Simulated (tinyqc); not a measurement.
One-sided p+-n junction, ionisation integral and breakdown: one step of the calculation.

A p+ layer at x < 0 and an n drift layer from x = 0. Depletion approximation, built-in voltage neglected. Local ionisation coefficients alpha_n = an exp(-(bn/E)^mx), alpha_p = ap exp(-(bp/E)^mx). Electrons move towards +x, holes towards x = 0.

Problem. Ionisation integrals by the trapezoid rule. G(x) = integral from 0 to x of (alpha_n - alpha_p); I_n = integral of alpha_n exp(-G) (electrons injected at x = 0), I_p = integral of alpha_p exp(G(end) - G) (holes injected at the far edge); M = 1/(1 - I). All integrals by the trapezoid rule on the grid.

```
point,x (um),alpha_n (1/cm),alpha_p (1/cm)
0,0.000000,24.472155,4154.8227
1,1.557262,10.673611,2288.6405
2,3.114524,4.2453197,1179.8523
3,4.671786,1.5149680,562.63249
4,6.229048,0.47528942,244.58037
5,7.786310,0.12775761,95.143247
6,9.343572,0.028464611,32.341240
7,10.900834,0.0050338870,9.3119320
8,12.458095,6.6696244e-4,2.1787301
9,14.015357,6.1192602e-5,0.39144392
10,15.572619,3.4818974e-6,0.049891769
```

Find: G; alpha_n exp(-G); I_n; I_p; M_n; M_p.

Solution.

```
point,G,alpha_n exp(-G) (1/cm)
0,0.000,24.47
1,-0.499,17.58
2,-0.768,9.15
3,-0.903,3.74
4,-0.966,1.25
5,-0.992,0.34
6,-1.002,0.08
7,-1.005,0.01
8,-1.006,0.00
9,-1.006,0.00
10,-1.006,0.00
```

I_n = 0.006913
I_p = 0.6146
M_n = 1.007
M_p = 2.595

Program tinyqc, `OMP_NUM_THREADS=1 python tinyqc.py 2120106 2120107 out.jsonl`; Intel Xeon 2.30GHz, shared host, one thread, about 0.1 s.
